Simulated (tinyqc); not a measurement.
Changing the hopping t: Holstein polaron on two sites. Computed by tinyqc, a small Python program. Command: `OMP_NUM_THREADS=1 python tinyqc.py 3015288 3015289 out.jsonl holstein sweep`. One thread of a shared host (Intel(R) Xeon(R) Processor @ 2.30GHz), about 0.02 s of CPU time with the checks.

One electron on sites 1 and 2: H = -t (c1+ c2 + c2+ c1) + hbar omega sum_i b_i+ b_i - g hbar omega sum_i n_i (b_i + b_i+). The symmetric phonon shifts the energy by -g^2 hbar omega/2 and drops out; with b = (b_1 - b_2)/sqrt(2) there remains H = -t sigma_x + hbar omega b+ b - (g hbar omega/sqrt(2)) sigma_z (b + b+). Parity splits it into blocks p = +1 and -1 over phonon numbers n. Zero-point energies are left out. Weights Z refer to mode b alone; the displaced symmetric mode multiplies the full zero-phonon weight by exp(-g^2/2).

Inputs (values chosen for the exercise, for a model dimer): phonon energy hbar omega = 112 meV; coupling g = 0.25.

Method. Block p: H_nn = n hbar omega - p t (-1)^n - g^2 hbar omega/2, H_(n,n+1) = -(g hbar omega/sqrt(2)) sqrt(n + 1). Use 60 levels in both blocks; Z = c_0^2 is the weight of n = 0 in the ground state c; the splitting is the lowest odd level less the lowest even one, which without coupling is the smaller of 2t and hbar omega; <sigma_x> = sum (-1)^n c_n^2 measures the kinetic energy.

One run for each value:
```
hopping t (meV)  splitting/(2t)  weight Z of n = 0 in mode b  <sigma_x>  mean phonon number in b
5.6                     0.93889                      0.97431    0.94941                 0.026095
11.0                    0.93736                      0.97812    0.95692                 0.022220
20.0                    0.93213                      0.98285    0.96624                 0.017415
38.0                    0.90462                      0.98869    0.97773                 0.011486
71.0                    0.71325                      0.99377    0.98773                 0.006327
250.0                   0.22070                      0.99893    0.99789                 0.001089
480.0                   0.11580                      0.99965    0.99931                 0.000354
900.0                   0.06198                      0.99989    0.99978                 0.000111
```

Give the missing row, hopping t (meV) = 130.0.

Computed row:
```
hopping t (meV)  splitting/(2t)  weight Z of n = 0 in mode b  <sigma_x>  mean phonon number in b
130.0                   0.41686                      0.99709    0.99428                 0.002953
```

Interpolating between the two neighbouring rows (the first column on a logarithmic scale, the others too where they are positive) misses most in mean phonon number in b, by 8.0 %. Over the rows, splitting/(2t) falls from 0.939 to 0.0620 (exponent d ln y / d ln x -0.0024 between the first rows and -0.99 between the last); weight Z of n = 0 in mode b rises from 0.974 to 1.000 (exponent d ln y / d ln x 0.0058 between the first rows and 3.8e-4 between the last); <sigma_x> rises from 0.949 to 1.000 (exponent d ln y / d ln x 0.012 between the first rows and 7.5e-4 between the last). For t much below hbar omega the ratio tends to exp(-g^2) = 0.939; the first row has 0.939.

Caution (rows 71.0, 130, 250, 480, 900): with hbar omega below 2t the lowest odd level starts as a one-phonon state, so the splitting here is a softened phonon and not a narrowed hopping.

Extremes, crossings and ranges named in words are read from the listed rows.
